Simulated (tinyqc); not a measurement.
Worked calculation: empirical pseudopotential in a few plane waves. One step of it, computed by the program tinyqc.

Question. Levels at k. Diagonalise the Hermitian matrix.

H(k) at k (eV), lower triangle (Hermitian):
```
                     +0+0+0               -1-1-1               -1-1+1               -1+1-1
+0+0+0             0.392910
-1-1-1   2.097308-1.241067i             9.673078
-1-1+1  -2.097308-1.241067i   0.000000+1.292541i            14.462842
-1+1-1  -2.097308-1.241067i   0.000000+1.292541i             0.108846             8.924677
-1+1+1  -2.097308+1.241067i            -0.108846   0.000000+1.292541i   0.000000+1.292541i
+1-1-1  -2.097308-1.241067i   0.000000+1.292541i             0.108846             0.108846
+1-1+1  -2.097308+1.241067i            -0.108846   0.000000+1.292541i             0.000000
+1+1-1  -2.097308+1.241067i            -0.108846             0.000000   0.000000+1.292541i
+1+1+1   2.097308+1.241067i             0.000000            -0.108846            -0.108846
-2+0+0   0.000000-1.292541i  -2.097308+1.241067i  -2.097308-1.241067i  -2.097308-1.241067i
+0-2+0   0.000000-1.292541i  -2.097308+1.241067i  -2.097308-1.241067i   0.413689-0.202034i
+0+0-2   0.000000-1.292541i  -2.097308+1.241067i   0.413689-0.202034i  -2.097308-1.241067i
+0+0+2   0.000000+1.292541i  -0.413689-0.202034i   2.097308+1.241067i  -0.413689+0.202034i
+0+2+0   0.000000+1.292541i  -0.413689-0.202034i  -0.413689+0.202034i   2.097308+1.241067i
+2+0+0   0.000000+1.292541i  -0.413689-0.202034i  -0.413689+0.202034i  -0.413689+0.202034i

                     -1+1+1               +1-1-1               +1-1+1               +1+1-1
-1+1+1            13.714441
+1-1-1             0.000000             9.523398
+1-1+1             0.108846   0.000000+1.292541i            14.313162
+1+1-1             0.108846   0.000000+1.292541i             0.108846             8.774997
+1+1+1   0.000000+1.292541i            -0.108846   0.000000+1.292541i   0.000000+1.292541i
-2+0+0   2.097308-1.241067i   0.413689-0.202034i  -0.413689-0.202034i  -0.413689-0.202034i
+0-2+0  -0.413689-0.202034i  -2.097308-1.241067i   2.097308-1.241067i  -0.413689-0.202034i
+0+0-2  -0.413689-0.202034i  -2.097308-1.241067i  -0.413689-0.202034i   2.097308-1.241067i
+0+0+2  -2.097308+1.241067i  -0.413689+0.202034i  -2.097308+1.241067i   0.413689+0.202034i
+0+2+0  -2.097308+1.241067i  -0.413689+0.202034i   0.413689+0.202034i  -2.097308+1.241067i
+2+0+0   0.413689+0.202034i   2.097308+1.241067i  -2.097308+1.241067i  -2.097308+1.241067i

                     +1+1+1     -2+0+0     +0-2+0     +0+0-2
+1+1+1            13.564761
-2+0+0  -0.413689+0.202034i  15.510603
+0-2+0  -0.413689+0.202034i   0.108846  16.109323
+0+0-2  -0.413689+0.202034i   0.108846   0.108846  10.571159
+0+0+2  -2.097308-1.241067i  -0.108846  -0.108846   0.000000
+0+2+0  -2.097308-1.241067i  -0.108846   0.000000  -0.108846
+2+0+0  -2.097308-1.241067i   0.000000  -0.108846  -0.108846

           +0+0+2     +0+2+0     +2+0+0
+0+0+2  20.150687
+0+2+0   0.108846  14.612522
+2+0+0   0.108846   0.108846  15.211243
```

Give: eigenvalues.

Answer.

eigenvalues (eV): -5.896  5.463  6.256  6.285  10.061  11.320  12.852  12.868  13.555  15.123  17.263  18.541  19.240  19.451  23.127
